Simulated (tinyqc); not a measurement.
From results back to parameters: donor near an oxide interface in a gate field (two-state model). Two cases, with inputs chosen for the exercise.

Problem. The critical field, at which E_D = E_I, was computed from a hidden binding energy ED.

Interface at z = 0 (hard wall), donor at z = d, field F pulling electrons to the interface: potential e F z; 1 kV/cm = 1e-5 eV/angstrom, c = hbar^2/2m0, q = e^2/(4 pi eps0), Q = (eps - eo)/(eps + eo). Donor state: E_D = e F d - ED - q Q/(4 eps d), the last term joining the images of ion and electron. Interface state: z exp(-b z/2) exp(-rho^2/(2 L^2)) with E_z = c b^2/(4 mz) + 3 e F/b + q Q b/(8 eps), minimised over b; in the plane at z = 3/b the ion (distance D = d - 3/b) and its image (D' = d + 3/b) give E_rho = c/(mt L^2) - (q/eps)(sqrt(pi)/L)[erfcx(D/L) + Q erfcx(D'/L)], erfcx(x) = exp(x^2) erfc(x), minimised over L. E_I = E_z + E_rho.

Constants: hbar^2/2m0 = 3.80998211 eV angstrom^2; e^2/(4 pi eps0) = 14.39964547 eV angstrom.

Case 1.

Values chosen (near those of a donor in Si below Si3N4, static dielectric constants; not measured data): d = 80 angstrom (depth of the donor); mz = 0.905 m0 (mass across the interface); mt = 0.187 m0 (mass in the plane); eps = 11.2 (dielectric constant of the semiconductor); eo = 7.5 (dielectric constant of the oxide).

critical field = 60.289 kV/cm

Case 2.

Values chosen (near those of a donor in Si below Si3N4, static dielectric constants; not measured data): d = 60 angstrom (depth of the donor); mz = 0.92 m0 (mass across the interface); mt = 0.192 m0 (mass in the plane); eps = 11.2 (dielectric constant of the semiconductor); eo = 7.5 (dielectric constant of the oxide).

critical field = 133.319 kV/cm

Find: E_I; ED.

Solution. E_I follows from the field alone, and ED = e F d - q Q/(4 eps d) - E_I.

Case 1.

E_I = 16.14 meV
ED = 31.3 meV

Case 2.

E_I = 33.13 meV
ED = 45.8 meV

Computed by tinyqc, one run a case: `OMP_NUM_THREADS=1 python tinyqc.py N N+1 out.jsonl` with N = 1250749, 1250807; one thread of a shared Intel(R) Xeon(R) Processor @ 2.30GHz, about 0.07 s a run at most.
